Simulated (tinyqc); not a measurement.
Worked calculation: defect, radiative and Auger recombination at equal electron and hole densities (ABC model). Values are carried at full precision from step to step, so a last printed digit may differ when a step is redone from the rounded ones.

J/(e d) = Ae n + B n^2 + C n^3 with Ae = A + 4 S/w (four side walls, carriers spread evenly), e = 1.602176634e-19 C, lengths in cm; internal efficiency IQE = B n^2/(Ae n + B n^2 + C n^3); all injected carriers recombine in the layer.

Values chosen for the exercise (orders of magnitude like those quoted for GaN; not measured data):

| symbol | value | unit | meaning |
|---|---|---|---|
| A | 39000000 | 1/s | defect rate |
| B | 2.6e-12 | cm^3/s | radiative coefficient |
| C | 1.3e-31 | cm^6/s | Auger coefficient |
| S | 0 | cm/s | recombination velocity of the side walls |
| w | 19 | micrometre | side of the square mesa |
| d | 5.7 | nm | active thickness |
| J | 3900 | A/cm^2 | current density |
| ex | 0.38 |  | extraction efficiency |
| Eph | 2.76 | eV | photon energy |

## The efficiency peak

IQE peaks at n_p = sqrt(Ae/C); with Q = B/sqrt(Ae C), IQE_max = Q/(Q + 2).

Ae = 3.900e+07 1/s
n_p = 1.732e+19 1/cm^3
Q = 1.155
IQE_max = 0.366
J at the peak = 195 A/cm^2

The side walls are taken as passivated.

## Carrier density at the given current

G = J/(e d). Newton steps from the smallest of G/Ae, sqrt(G/B) and (G/C)^(1/3); stop when the relative step is below 1e-9.

G = 4.271e+28 1/(cm^3 s)

Newton steps:

| step | n (1/cm^3) | rate/G | relative step |
|---|---|---|---|
| 1 | 6.8999e+19 | 1.35287 | -0.097 |
| 2 | 6.2315e+19 | 1.02996 | -0.011 |
| 3 | 6.1634e+19 | 1.00029 | -0.00011 |
| 4 | 6.1627e+19 | 1.00000 | -1.1e-08 |
| 5 | 6.1627e+19 | 1.00000 | 0 |

n = 6.163e+19 1/cm^3

The start is an upper bound and the function is convex, so the steps fall monotonically; 5 are needed.

## Shares, lifetimes and light

Shares of the three paths; lifetime n/G = 1/(Ae + B n + C n^2); differential lifetime 1/(Ae + 2 B n + 3 C n^2) and bandwidth 1/(2 pi tau_d); optical power density ex IQE J Eph/e.

shares: defect 0.0563, radiative 0.2312, Auger 0.7125

lifetime = 1.44 ns
differential lifetime = 0.543 ns
bandwidth = 293 MHz
optical power density = 946 W/cm^2

The Auger path is the largest; the device runs above its efficiency peak, where the defect and Auger shares are equal.

## Checks

- Density from Newton steps against bisection (1/cm^3): both 6.1627e+19.

Run: tinyqc, `OMP_NUM_THREADS=1 python tinyqc.py 1682027 1682028 out.jsonl`; Intel(R) Xeon(R) Processor @ 2.30GHz, one thread, shared host; about 0.01 s of CPU time with all checks.
